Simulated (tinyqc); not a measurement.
Short-channel transistor, virtual-source model with series resistance: one step of the calculation.

The current per gate width is the charge at the top of the source barrier (the virtual source) times its velocity times a saturation function; al and be are fitting constants of the model. Units: I in uA/um, Rs in ohm um, so I Rs = 1e-6 I Rs in volts; Q in uC/cm^2, so I = 1e-4 Q vx0 Fsat with vx0 in cm/s.

Question. Current through the series resistance. Intrinsic voltages Vg' = Vgs - I Rs, Vd' = Vds - 2 I Rs. n = n0 + nd Vd', VT = VT0 - dl Vd', Ff = 1/(1 + exp((Vg' - VT + al Vt/2)/(al Vt))), Q = Cinv n Vt ln(1 + exp((Vg' - VT + al Vt Ff)/(n Vt))), Vdsat = (vx0 L/mu)(1 - Ff) + Vt Ff, Fsat = u/(1 + u^be)^(1/be) with u = Vd'/Vdsat, and I(out) = Q vx0 Fsat per width. (Fsat takes the sign of u.) I(new) = I + 0.5 (I(out) - I).

Inputs (values chosen for the exercise): temperature T = 300 K; inversion capacitance Cinv = 1.78 uF/cm^2; velocity at the virtual source vx0 = 7.09e6 cm/s; apparent mobility mu = 140 cm^2/(V s); channel length L = 65 nm; threshold at zero drain voltage VT0 = 0.287 V; drain-induced barrier lowering dl = 0.048 V/V; subthreshold factor n0 = 1.28; growth of n with drain voltage nd = 0.2 1/V; threshold shift (in units of Vt) from weak to strong inversion al = 3.5; sharpness of saturation be = 2; series resistance of each contact Rs = 50 ohm um; gate voltage Vgs = 0.5 V; drain voltage Vds = 0.5 V.

Constants: q = 1.602176634e-19 C, kB = 1.380649e-23 J/K, Vt = kB T/q. Results are converted to the units shown.

I at the start = 0 uA/um

Give: Vg'; Vd'; VT; Ff; Q; Vdsat; Fsat; I(out); I after iteration 1.

Answer.

Vg' = 0.50000 V
Vd' = 0.50000 V
VT = 0.26300 V
Ff = 0.042318
Q = 0.42875 uC/cm^2
Vdsat = 0.31634 V
Fsat = 0.84507
I(out) = 256.89 uA/um
I after iteration 1 = 128.44 uA/um

Program tinyqc, `OMP_NUM_THREADS=1 python tinyqc.py 2380025 2380026 out.jsonl`; Intel Xeon 2.30GHz, shared host, one thread, about 0.01 s.
